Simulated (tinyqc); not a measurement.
Approximations to the ground state: Holstein polaron on two sites. Computed by tinyqc, a small Python program. Command: `OMP_NUM_THREADS=1 python tinyqc.py 3008162 3008163 out.jsonl holstein walk`. One thread of a shared host (Intel(R) Xeon(R) Processor @ 2.30GHz), about 0.01 s of CPU time with the checks.

One electron on sites 1 and 2: H = -t (c1+ c2 + c2+ c1) + hbar omega sum_i b_i+ b_i - g hbar omega sum_i n_i (b_i + b_i+). The symmetric phonon shifts the energy by -g^2 hbar omega/2 and drops out; with b = (b_1 - b_2)/sqrt(2) there remains H = -t sigma_x + hbar omega b+ b - (g hbar omega/sqrt(2)) sigma_z (b + b+). Parity splits it into blocks p = +1 and -1 over phonon numbers n. Zero-point energies are left out. Weights Z refer to mode b alone; the displaced symmetric mode multiplies the full zero-phonon weight by exp(-g^2/2).

Inputs (values chosen for the exercise, for a model dimer): hopping t = 13 meV; phonon energy hbar omega = 44.4 meV; coupling g = 0.75.

Method:
- Polaron binding energy E_p = g^2 hbar omega; ratio E_p/t (the adiabatic potential has two wells when it exceeds 1); adiabaticity hbar omega/t.
- Block p: H_nn = n hbar omega - p t (-1)^n - g^2 hbar omega/2, H_(n,n+1) = -(g hbar omega/sqrt(2)) sqrt(n + 1).
- Use 60 levels in both blocks; Z = c_0^2 is the weight of n = 0 in the ground state c; the splitting is the lowest odd level less the lowest even one, which without coupling is the smaller of 2t and hbar omega; <sigma_x> = sum (-1)^n c_n^2 measures the kinetic energy.
- Second order: E = -t - E_p/2 - (E_p/2) hbar omega/(hbar omega + 2t). Lang-Firsov: E = -E_p - t exp(-g^2). Variable displacement: E(x) = -E_p/2 - t exp(-g^2 x^2) - (E_p/2)(2x - x^2), minimised over 0 <= x <= 1. Adiabatic, classical lattice: E = -E_p/2 - t for E_p < t, else -E_p - t^2/(2 E_p); it leaves out the change of zero-point energy.

E_p = 24.975 meV

E_p/t = 1.92115

ground-state energy = -33.8909 meV

hbar omega/t = 3.41538

splitting/(2t) = 0.537427

Ground-state energy (meV):
```
method                       E  E - exact
second order in g      -33.363     0.5277
Lang-Firsov            -32.382     1.5087
variable displacement  -33.721     0.1702
adiabatic, classical   -28.358     5.5325
```

best displacement x = 0.69073

Closest here is variable displacement (+0.17 meV), furthest adiabatic, classical (+5.53 meV), at hbar omega/t = 3.42 and E_p/t = 1.92. Lang-Firsov and variable displacement are variational and lie above the exact value. The Lang-Firsov narrowing exp(-g^2) = 0.57 compares with the exact splitting ratio 0.537.

Extremes, crossings and ranges named in words are read from the listed rows.
